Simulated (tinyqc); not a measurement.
Comparisons within one model: strained quantum well: band edges, subbands and transparency. A value that a table varies takes the place of the one given here.

Growth on (001), barriers unstrained: tr(e) = e (2 - nu2), Z = b e (1 + nu2); Ec = Ev + Eg + ac tr(e), E_HH = Ev + av tr(e) + Z, E_LH = Ev + av tr(e) - Z (coupling to the split-off band left out).

Masses along z: me, 1/(g1 - 2 g2) for HH, 1/(g1 + 2 g2) for LH, likewise in the barrier; in the plane me, 1/(g1 + g2) for HH and 1/(g1 - g2) for LH (no mixing, which understates the hole masses away from k = 0). Level n solves k L + 2 atan[(k/m)/(kappa/mb)] = n pi, k = sqrt(m E/c), kappa = sqrt(mb (V - E)/c), c = hbar^2/2m0.

Transparency (Bernard-Duraffourg): Fc - Fv equals the lowest transition energy with n = p, n = sum m/(2 pi c) kB T ln(1 + exp((Fc - E)/kB T)) and p likewise over the listed subbands; c = hbar^2/2m0, 1/angstrom^2 = 1e16/cm^2.

Constants: hbar^2/2m0 = 3.80998211 eV angstrom^2; kB = 8.617333262e-05 eV/K; hc = 1239.841984 eV nm.

Inputs chosen for the exercise (near those of a GaAsP/AlGaAs well; not measured data): nu2 = 0.917 (2 C12/C11); Eg = 1.67 eV (unstrained gap of the well); Ev = -0.894 eV (its valence edge); ac = -7.38 eV; av = 1.27 eV (Ev moves by av tr(e)); b = -1.92 eV (shear potential); Egb = 1.92 eV (gap of the barrier); Evb = -1 eV (its valence edge); L = 40 angstrom (well width); me = 0.0796 m0 (electron mass); g1 = 6.39 (gamma1); g2 = 1.75 (gamma2); meb = 0.1 m0; g1b = 5.7; g2b = 1.6; T = 300 K (temperature); es = (-0.014, -0.008, -0.003, 0, 0.003, 0.007, 0.012) (strains); e = 0.0072 (strain in the plane); Ls = (25, 35, 50, 65, 85, 110, 150) angstrom (widths).

## Strain as a design knob

Only the strain is changed; the unstrained gap and the masses are kept.

Results:
```
e (%),wavelength (nm),top hole,hh1 - lh1 (meV),n_tr (1e12/cm^2),share in top
-1.4,687,hh1,98,0.771,0.90
-0.8,692,hh1,69,0.805,0.82
-0.3,698,hh1,43,0.878,0.67
0.0,702,hh1,26,0.958,0.55
0.3,707,hh1,9,1.076,0.42
0.7,720,lh1,-15,1.079,0.72
1.2,742,lh1,-45,0.995,0.88
```

n_tr is largest at e = +0.7 % (1.08), where hh1 - lh1 = -15 meV and the top subband holds 72 % of the holes, and smallest, 0.77, at -1.4 %. The top hole level turns from hh to lh, and the light from TE to TM, between +0.3 and +0.7 %. The wavelength runs from 687 to 742 nm.

## Width of the well

All levels anew.

Results:
```
L (angstrom),wavelength (nm),top hole,hh1 - lh1 (meV),n_tr (1e12/cm^2),share in top,n_tr/L (1e18/cm^3)
25,693,lh1,-4,1.115,0.67,4.46
35,713,lh1,-12,1.091,0.70,3.12
50,733,lh1,-23,1.059,0.77,2.12
65,747,lh1,-30,1.058,0.78,1.63
85,759,lh1,-36,1.087,0.76,1.28
110,767,lh1,-41,1.172,0.72,1.07
150,775,lh1,-46,1.358,0.64,0.91
```

The wavelength tunes by 81 nm. The sheet density at transparency changes from 1.12 to 1.36, the top hole subband holding 0.67 and 0.64 of the holes at the ends, while the volume density falls by a factor 4.9. Critical thickness and carrier escape are left out.

## What each parameter does

Edge wavelength, hh1 - lh1 and n_tr. Each row changes one parameter from the base and keeps the others.

Results:
```
case,wavelength (nm),hh1 - lh1 (meV),n_tr (1e12/cm^2)
base,720.6,-15.9,1.074
L = 32 angstrom,707.4,-9.7,1.088
e = 0.0052,712.2,-4.1,1.128
Eg = 1.65 eV,727.4,-15.9,1.074
b = -2.21 eV,721.9,-22.6,1.051
ac = -6.64 eV,718.7,-15.9,1.074
me = 0.0876 m0,721.3,-15.9,1.138
g1 = 6.77,720.5,-16.5,1.042
T = 340 K,720.6,-15.9,1.231
```

The largest shifts from the base row, up to three for each result and ties (the steps differ in size, so this ranks the rows, not the parameters). wavelength (nm): L -13.3, e -8.4, Eg +6.8; unchanged at the printed digits by T. hh1 - lh1 (meV): e +11.8, b -6.6, L +6.3; unchanged at the printed digits by Eg, ac, me and T. n_tr (1e12/cm^2): T +0.156, me +0.064, e +0.054; unchanged at the printed digits by Eg and ac.

Computed by tinyqc, a small Python program: `OMP_NUM_THREADS=1 python tinyqc.py 1252244 1252245 out.jsonl` (the numbers bound the seed that draws the inputs); one thread of a shared host (Intel(R) Xeon(R) Processor @ 2.30GHz), about 0.01 s for the whole set of steps.
